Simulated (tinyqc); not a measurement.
Hubbard ring of 6 sites, step by step. Computed by tinyqc, a small Python program that keeps every step. Settings: hopping = 1.59, U = 8.2, mixing = 1, iteration cap = 62. Command: `OMP_NUM_THREADS=1 python tinyqc.py 22705 22706 out.jsonl` (the two numbers bound the seeds that draw the settings). One thread of a shared host (Intel(R) Xeon(R) Processor @ 2.60GHz), about 0.3 s of CPU time with the checks. Later iterations appear only in the table of the cycle.

## Mean-field iteration 1

one-body matrix (hopping and site energies) (eV), order 1, 2, 3, 4, 5, 6:
```
[[0.540000, -1.590000, 0.000000, 0.000000, 0.000000, -1.590000],
 [-1.590000, 0.950000, -1.590000, 0.000000, 0.000000, 0.000000],
 [0.000000, -1.590000, 0.400000, -1.590000, 0.000000, 0.000000],
 [0.000000, 0.000000, -1.590000, 0.300000, -1.590000, 0.000000],
 [0.000000, 0.000000, 0.000000, -1.590000, 0.080000, -1.590000],
 [-1.590000, 0.000000, 0.000000, 0.000000, -1.590000, 0.380000]]
```

U = 8.200000 eV

electrons, up and down: [3, 3]

mixing = 1

n(up) at the start (a guess, not normalised): [0.800000, 0.200000, 0.800000, 0.200000, 0.800000, 0.200000]

n(down) at the start (a guess): [0.200000, 0.800000, 0.200000, 0.800000, 0.200000, 0.800000]

H(up) = T + U n(down), H(down) = T + U n(up); fill the lowest levels; n(new) = n + mixing (n(out) - n); E = tr T (rho up + rho down) + U sum n_up n_down of the output.

levels, up (eV): [0.418636, 1.446530, 1.642877, 7.376546, 7.663390, 8.702021]

levels, down (eV): [0.526873, 1.522217, 1.924318, 7.252251, 7.488791, 8.535551]

energy = -0.712069 eV

n(up) after iteration 1: [0.884081, 0.103644, 0.887198, 0.117471, 0.890704, 0.116901]

n(down) after iteration 1: [0.121299, 0.864608, 0.125227, 0.880969, 0.128031, 0.879866]

## Mean-field iteration 2

As before.

levels, up (eV): [0.011998, 0.910664, 1.098266, 7.947141, 8.188179, 9.093753]

levels, down (eV): [0.073001, 0.930253, 1.274455, 7.874618, 8.103536, 8.994137]

energy = -0.904517 eV

n(up) after iteration 2: [0.913937, 0.079820, 0.915445, 0.086692, 0.917856, 0.086250]

n(down) after iteration 2: [0.086432, 0.906722, 0.088268, 0.914572, 0.090089, 0.913918]

## Mean-field iteration 3

As before.

levels, up (eV): [-0.211300, 0.636992, 0.836968, 8.193999, 8.460863, 9.332478]

levels, down (eV): [-0.103338, 0.702496, 1.096366, 8.073373, 8.317403, 9.163699]

energy = -0.924539 eV

n(up) after iteration 3: [0.924449, 0.069699, 0.925946, 0.076299, 0.927582, 0.076024]

n(down) after iteration 3: [0.078017, 0.915443, 0.079837, 0.923081, 0.081013, 0.922609]

## Convergence

Each step fills the lowest levels of T + U n(other spin) and sets n(new) = n + mixing (n(out) - n); stop when output and input agree to 1e-8.

Course of the cycle:
```
iteration       E (eV)  largest |n(out) - n(in)|  mean |n_up - n_down|
1          -0.71206908                  9.64e-02              0.762475
2          -0.90451695                  4.21e-02              0.827483
3          -0.92453921                  1.05e-02              0.846370
4          -0.92602708                  3.11e-03              0.851379
5          -0.92612642                  7.15e-04              0.852654
6          -0.92613286                  2.00e-04              0.852979
7          -0.92613328                  4.60e-05              0.853062
8          -0.92613330                  1.28e-05              0.853082
9          -0.92613331                  2.95e-06              0.853088
10         -0.92613331                  8.18e-07              0.853089
11         -0.92613331                  1.90e-07              0.853089
12         -0.92613331                  5.25e-08              0.853090
13         -0.92613331                  1.22e-08              0.853090
14         -0.92613331                  3.37e-09              0.853090
```

local moments n_up - n_down: [0.853144, -0.852545, 0.852855, -0.853452, 0.853269, -0.853272]

Converged in 14 iterations. Before convergence this energy mixes input and output and is not variational, so it may rise towards its limit.

## Exact diagonalisation (400 states)

Lowest levels of the sector, and the double occupancy of the lowest state.

lowest levels (eV): [-2.143912, -1.219457, -0.661124, -0.484964, -0.484782, -0.101218]

double occupancy per site = 0.080584

The mean-field solution above lies 1.2178 eV above the exact energy.

## The lowest level by Lanczos steps

From a random start vector (not printed): a_j = <q_j|H|q_j>, b_j = norm of the remainder after orthogonalising; the Ritz value is the lowest eigenvalue of the tridiagonal matrix of a and b so far.

Lanczos:
```
j    a_j (eV)  b_j (eV)  lowest Ritz value (eV)
1   11.529559  8.738829             11.52955882
2   12.689887  9.279485              3.35165669
3   14.776846  9.748163              0.12082355
4   15.489534  7.964455             -1.39120978
5   15.349375  8.315298             -1.87623595
6   18.130011  8.879462             -2.02804176
7   15.380450  8.339840             -2.08843699
8   14.077569  8.029543             -2.11931361
9   15.824251  7.408382             -2.13462641
10  16.256435  7.862862             -2.13965390
```
